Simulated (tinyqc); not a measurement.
# Charge-trap memory cell: what changes with what

Channel, tunnel oxide, storage layer, blocking layer, gate. N electrons per area sit in a sheet at the centroid and shift the threshold by U = (q/eps0) N (tb/eb + xc tn/en). EOT = t1 + 3.9 (tn/en + tb/eb); tunnel field F = (Vg - U)/EOT; dN/dt = eta (J/q)(1 - N/Nm). Fowler-Nordheim: J = A F^2 exp(-B/F), A = q^2/(16 pi^2 hbar mo phi) (times 1e14 for A/cm^2 with F in V/nm, emitter mass m0), B = (4/3) sqrt(mo/C) phi^1.5, C = hbar^2/(2 m0).

Parameters, values chosen for the exercise; oxide values close to those of silicon dioxide, storage layer close to silicon nitride, blocking layer close to aluminium oxide: tunnel barrier phi = 3.06 eV; tunnelling mass mo = 0.4 m0; tunnel oxide (permittivity 3.9) t1 = 5.8 nm; storage layer tn = 5.7 nm; its relative permittivity en = 7.4; blocking layer tb = 9.3 nm; its relative permittivity eb = 9; charge centroid, share of tn counted from the blocking side xc = 0.65; capture efficiency of an empty layer eta = 0.63; trap density Nm = 1e13 cm^-2; gate voltage less flat band and surface potential Vg = 16.3 V.

Constants: q = 1.602176634e-19 C, hbar = 1.054571817e-34 J s, m0 = 9.1093837015e-31 kg, eps0 = 8.8541878128e-14 F/cm where lengths are in cm, hbar^2/(2 m0) = 0.0380998212 eV nm^2. Results are converted to the units shown.

Each table varies one quantity; the others keep the values above.

## Threshold shift against programming time

The rate equation is integrated from N = 0 to the digits shown; blocking field (3.9 F + q N/eps0)/eb.

Threshold shift against programming time:
```
t (s)       N/Nm    U (V)  F (V/nm)  blocking field (V/nm)
2e-8     0.01894  0.05257     1.266                 0.5524
8.9e-8   0.07409   0.2057     1.254                 0.5583
4e-7      0.2247   0.6238     1.221                 0.5745
1.8e-6    0.4639    1.288     1.170                 0.6002
8.3e-6    0.7116    1.975     1.116                 0.6267
3.7e-5    0.8992    2.496     1.076                 0.6469
0.00017   0.9922    2.754     1.055                 0.6569
0.00077    1.000    2.776     1.054                 0.6577
0.0035     1.000    2.776     1.054                 0.6577
0.016      1.000    2.776     1.054                 0.6577
```

What does the comparison show?

U rises from 0.0526 to 2.78 V, by 0.000 V a decade at the end. The traps are 100 % full, so filling caps the shift at 2.78 V. The blocking field reaches 6.58 MV/cm, where electrons may escape to the gate, which the model leaves out.

## Effect of the gate voltage

Same model as above.

After 0.0001 s.

Effect of the gate voltage:
```
Vg (V)    N/Nm  U (V)  F (V/nm)  blocking field (V/nm)
14.3    0.5846  1.623    0.9878                 0.5456
15.2    0.8008  2.223     1.011                 0.5992
16      0.9415  2.613     1.043                 0.6413
16.9    0.9985  2.772     1.101                 0.6778
17.7     1.000  2.776     1.163                 0.7050
18.6     1.000  2.776     1.233                 0.7354
19.4     1.000  2.776     1.295                 0.7624
20.3     1.000  2.776     1.365                 0.7927
```

Read the table: what changes, and by how much?

U rises from 1.62 to 2.78 V; the slope between neighbouring rows is at most 0.667 and 0 between the last two rows. In the upper rows it falls short of the 1 of a floating gate because capture weakens as the traps fill (100 % in the last row); where little charge has entered in the time given, the slope is small in any case. The blocking field reaches 7.93 MV/cm, where electrons may escape to the gate, which the model leaves out.

Range of the model: The Fowler-Nordheim form needs F t1 above phi; trap-assisted paths and leakage through the blocking layer are left out.

Computed by the program tinyqc: `OMP_NUM_THREADS=1 python tinyqc.py 2130027 2130028 out.jsonl`, one thread of a shared Intel Xeon 2.30GHz, about 0.07 s for the whole run.
